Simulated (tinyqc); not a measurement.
Comparisons within one model: pi bands of a honeycomb layer in tight binding. A value that a table varies takes the place of the one given here.

Lattice vectors a (1,0) and a (1/2, sqrt3/2); f = exp(i ky a/sqrt3) + 2 cos(kx a/2) exp(-i ky a/(2 sqrt3)), w = |f|. H = [[D - t2 F, -t f], [., -D - t2 F]] with F = w^2 - 3, S = [[1, s0 f], [., 1]]; the levels solve det(H - E S) = 0. K = (4 pi/3a, 0), M = (pi/a, pi/(sqrt3 a)); w = 3, 1, 0 at Gamma, M, K.

Constants: hbar^2/2m0 = 3.80998211 eV angstrom^2.

Parameters, chosen for this exercise (of the size used for graphene; not measured data):
- a = 2.46 angstrom (lattice constant)
- t = 3 eV (nearest hopping)
- t2 = 0 eV (second-neighbour hopping)
- s0 = 0 (overlap of neighbours)
- D = 0 eV (+D on A, -D on B)

## How far the cone holds

Upper and lower levels at distance q from K towards Gamma (-x) and towards M (+x), measured from 3 t2; cone: sqrt(D^2 + (hbar v q)^2), hbar v = (sqrt3/2) a (t + 3 t2 s0).

Levels (eV):
```
q (1/angstrom)    cone  upper, to Gamma  lower, to Gamma  upper, to M  lower, to M
0.02            0.1278           0.1287          -0.1287       0.1269      -0.1269
0.05            0.3196           0.3250          -0.3250       0.3137      -0.3137
0.10            0.6391           0.6602          -0.6602       0.6149      -0.6149
0.15            0.9587           1.0042          -1.0042       0.9023      -0.9023
0.20            1.2783           1.3557          -1.3557       1.1751      -1.1751
0.30            1.9174           2.0761          -2.0761       1.6722      -1.6722
0.40            2.5565           2.8104          -2.8104       2.0988      -2.0988
0.60            3.8348           4.2766          -4.2766       2.7155      -2.7155
```

What can be read from the table?

At q = 0.2 the upper band lies +77 meV from the cone towards Gamma and -103 meV towards M; half their difference, 90 meV, is the trigonal warping, steeper towards Gamma, and their mean, -13 meV, comes from the bending of the band. All four values stay within 5 % of the cone up to q = 0.1. Upper and lower bands are mirror images.

## Fermi level against carrier density

hbar v = 6.39127 eV angstrom

Cone with four flavours: n = kF^2/pi, EF = sqrt(D^2 + (hbar v kF)^2), density of states 2 EF/(pi (hbar v)^2), quantum capacitance e^2 times it (1 e^2/(eV angstrom^2) = 1602.177 microF/cm^2), cyclotron mass 2c EF/(hbar v)^2, c = hbar^2/2m0; 1e12/cm^2 = 1e-4/angstrom^2.

Filling:
```
n (1e12/cm^2)  kF (1/angstrom)  EF (eV)  Cq (microF/cm^2)  cyclotron mass (m0)
0.10                   0.00560   0.0358             0.894               0.0067
0.25                   0.00886   0.0566             1.414               0.0106
0.50                   0.01253   0.0801             2.000               0.0149
1.00                   0.01772   0.1133             2.829               0.0211
2.00                   0.02507   0.1602             4.000               0.0299
4.00                   0.03545   0.2266             5.657               0.0423
10.00                  0.05605   0.3582             8.945               0.0668
20.00                  0.07927   0.5066            12.650               0.0945
```

What can be read from the table?

From 1 to 4e12/cm^2 EF rises by a factor 2.000, the square root of four. Capacitance and mass grow in proportion to EF counted from mid-gap, so hardly at all while a large gap term dominates it; in a parabolic band both are constant; Cq is 2.83 microF/cm^2 at 1e12/cm^2, against 3.45 for 1 nm of a dielectric with eps = 3.9.

## What each parameter does

Gap at K, difference at M, and the two levels at Gamma, from (e - E)^2 - D^2 - (t + s0 E)^2 w^2 = 0, e = -t2 (w^2 - 3). Each row changes one parameter from the base and keeps the others.

Results:
```
case                 gap at K (eV)  difference at M (eV)  lower at Gamma (eV)  upper at Gamma (eV)
base                        0.0000                6.0000              -9.0000               9.0000
t = 3.15 eV                 0.0000                6.3000              -9.4500               9.4500
t2 = 0.05 eV                0.0000                6.0000              -9.3000               8.7000
s0 = 0.03                   0.0000                6.0054              -8.2569               9.8901
D = 0.1 eV                  0.2000                6.0033              -9.0006               9.0006
a = 2.5092 angstrom         0.0000                6.0000              -9.0000               9.0000
```

How do the results move?

The largest shifts from the base row, up to three for each result and ties (the steps differ in size, so this ranks the rows, not the parameters). gap at K (eV): D +0.2000; unchanged at the printed digits by t, t2, s0 and a. difference at M (eV): t +0.3000, s0 +0.0054, D +0.0033; unchanged at the printed digits by t2 and a. lower at Gamma (eV): s0 +0.7431, t -0.4500, t2 -0.3000; unchanged at the printed digits by a. upper at Gamma (eV): s0 +0.8901, t +0.4500, t2 -0.3000; unchanged at the printed digits by a. At points fixed by symmetry a drops out; the gap at K is 2D whatever the hoppings.

Program tinyqc; command `OMP_NUM_THREADS=1 python tinyqc.py 1480913 1480914 out.jsonl`; about 0.01 s on one thread of a shared Intel(R) Xeon(R) Processor @ 2.30GHz.
